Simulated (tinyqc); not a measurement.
# Thermal stress, cracking, delamination and buckling of a thin film; Griffith cracks and misfitting inclusions, step by step

A worked calculation. Computed by tinyqc, a small Python program that keeps every step. Command: `OMP_NUM_THREADS=1 python tinyqc.py 3014614 3014615 out.jsonl filmcrack walk`. One thread of a shared host (Intel(R) Xeon(R) Processor @ 2.30GHz), about 0.01 s of CPU time with the checks. Intermediate numbers are printed to about 6 digits and carried at full precision; extremes and crossings named in words are read from the listed rows.

Isotropic linear elasticity; the substrate is much thicker than the film; stress is positive in tension.

Inputs (values chosen for the exercise, modelled on a tungsten film on silicon):

| quantity | value | unit |
|---|---|---|
| film Young's modulus E | 402 | GPa |
| film Poisson ratio nu | 0.29 | - |
| film expansion alpha_f | 4.42 | 1e-6/K |
| substrate expansion alpha_s | 3.5 | 1e-6/K |
| deposition temperature T_d | 1250 | K |
| final temperature T | 300 | K |
| intrinsic stress | -220 | MPa |
| film thickness h | 1.4 | micrometre |
| film toughness Gamma_f | 6.55 | J/m^2 |
| interface toughness Gamma_i | 6.2 | J/m^2 |
| substrate Young's modulus E_s | 152 | GPa |
| substrate Poisson ratio nu_s | 0.25 | - |
| flaw half length a | 7.3 | micrometre |
| substrate surface energy gamma_s | 1.1 | J/m^2 |
| inclusion radius R | 2.6 | micrometre |

Inclusion: sphere.

## Stress in the film

Thermal strain = (alpha_f - alpha_s)(T_d - T); stress = E/(1 - nu) x strain + intrinsic stress; plane-strain modulus Ebar = E/(1 - nu^2); G0 = stress^2 h/(2 Ebar) is the energy freed per area when a long strip loses its stress across its width.

thermal strain = 8.74e-04

film stress = 274.856 MPa

Ebar = 438.913 GPa

G0 = 0.120485 J/m^2

The film ends in tension; the thermal part is 495 MPa.

## Elastic mismatch

Dundurs alpha = (Ebar - Ebar_s)/(Ebar + Ebar_s), with Ebar_s = E_s/(1 - nu_s^2). The channel-crack factor is taken as g = 1.258 (1 - alpha)^(-0.7), a rough interpolation chosen for the exercise (1.258 is the value for matched materials).

Dundurs alpha = 0.460496

factor g = 1.93769

A stiff film on a softer substrate opens wider and cracks more easily.

## Channel cracks and edge delamination

Channel crack through the film: G = pi g G0, critical thickness where G = Gamma_f. Steady delamination from an edge: G = G0, critical thickness where G = Gamma_i.

driving force for channelling = 0.733442 J/m^2

critical thickness for channelling = 12.5027 micrometre

critical thickness for delamination = 72.0424 micrometre

As the film thickens, channel cracking comes first. At h the film is safe against both.

## Griffith crack in the substrate

Through crack of length 2a in plane strain: K_Ic = sqrt(2 gamma_s E_s/(1 - nu_s^2)); fracture stress = K_Ic/sqrt(pi a). An edge crack of depth a has K larger by 1.1215.

toughness K_Ic = 0.597238 MPa m^0.5

fracture stress, inner crack = 124.713 MPa

fracture stress, edge crack = 111.202 MPa

The inner crack lowers the strength to 0.8 % of the ideal E_s/10.

## A misfitting inclusion

Film material fills a sphere of radius R in the substrate, with the misfit e = thermal strain (it wants to shrink if e > 0). Radial stress at the wall s0 = e/[(1 - 2 nu)/E + (1 + nu_s)/(2 E_s)]; inside it is uniform and hydrostatic; outside s_rr = s0 (R/r)^3, s_tt = -s_rr/2. Keep-out radius: where |s_rr| falls to 10 MPa (R if it is lower at the wall).

radial stress at the wall s0 = 169.491 MPa

mean stress inside = 169.491 MPa

keep-out radius = 6.67865 micrometre

The stress does not depend on R; its reach scales with R. Hydrostatic tension inside drives voids to form.

## Film, cylinder and sphere at the same misfit

Thermal misfit e alone, mean stress = trace/3 and largest difference of principal stresses inside. Film: E e/(1 - nu) in two directions, 0 in the third. Cylinder: s0 = (1 + nu) e/[(1 + nu)(1 - 2 nu)/E + (1 + nu_s)/E_s] twice and s_zz = E e + 2 nu s0. Sphere: e/[(1 - 2 nu)/E + (1 + nu_s)/(2 E_s)] three times.

Stresses inside (MPa):

| shape | s1 | s2 | s3 | mean | largest difference |
|---|---|---|---|---|---|
| film | 494.856 | 494.856 | 0.000 | 329.904 | 494.856 |
| cylinder | 117.794 | 117.794 | 419.669 | 218.419 | 301.874 |
| sphere | 169.491 | 169.491 | 169.491 | 169.491 | 0.000 |

The mean stress in size is 330 MPa in the film, 218 in the cylinder and 169 in the sphere, while the largest difference, twice the largest shear stress, goes from 495 through 302 to 0. In a ductile solid shear can relax by slip and hydrostatic stress cannot.

Checks made by the program: fracture stress against the maximum of 4 a gamma - pi a^2 s^2/Ebar (relative difference 7e-09).
